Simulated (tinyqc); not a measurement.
MOSFET with velocity saturation and source resistance: one step of the calculation.

Strong inversion, charge Q = Cox (Vg - m V) at channel potential V with Vg the gate overdrive, and drift velocity v = mu E/(1 + mu E/vsat). Integrating along the channel gives I = mu Cox (1/L)(Vg Vd - m Vd^2/2)/(1 + Vd/Vc) per width, Vc = vsat L/mu, which peaks at Vdsat. Units: I in uA/um, Rs in ohm um, so the drop over Rs is 1e-6 I Rs volts.

Problem. Saturation without source resistance. Vg = Vgs - VT (0 if negative), mu = mu0/(1 + th Vg), Vc = vsat L/mu, x = sqrt(1 + 2 Vg/(m Vc)), Vdsat = 2 Vg/(m (1 + x)), Isat = Cox vsat Vg (x - 1)/(x + 1) per width. Long-channel limit: mu Cox Vg^2/(2 m L); short-channel limit: Cox vsat Vg.

Inputs (values chosen for the exercise):

| symbol | value | unit | meaning |
|---|---|---|---|
| Cox | 1.95 | uF/cm^2 | gate capacitance |
| mu0 | 300 | cm^2/(V s) | mobility at low gate voltage |
| th | 0.4 | 1/V | mobility degradation |
| vsat | 1.1e7 | cm/s | saturation velocity |
| m | 1.35 |  | body factor |
| VT | 0.69 | V | threshold |
| L | 0.1 | um | channel length |
| Vgs | 1.8 | V | gate voltage |

Find: Vg; mu; Vc; Vdsat; Isat; long-channel limit; short-channel limit.

Solution.

Vg = 1.110 V
mu = 207.8 cm^2/(V s)
Vc = 0.5295 V
Vdsat = 0.5434 V
Isat = 807.4 uA/um
long-channel limit = 1849 uA/um
short-channel limit = 2381 uA/um

tinyqc, about 0.01 s, one thread, Intel Xeon 2.30GHz (shared host): `OMP_NUM_THREADS=1 python tinyqc.py 2500121 2500122 out.jsonl`
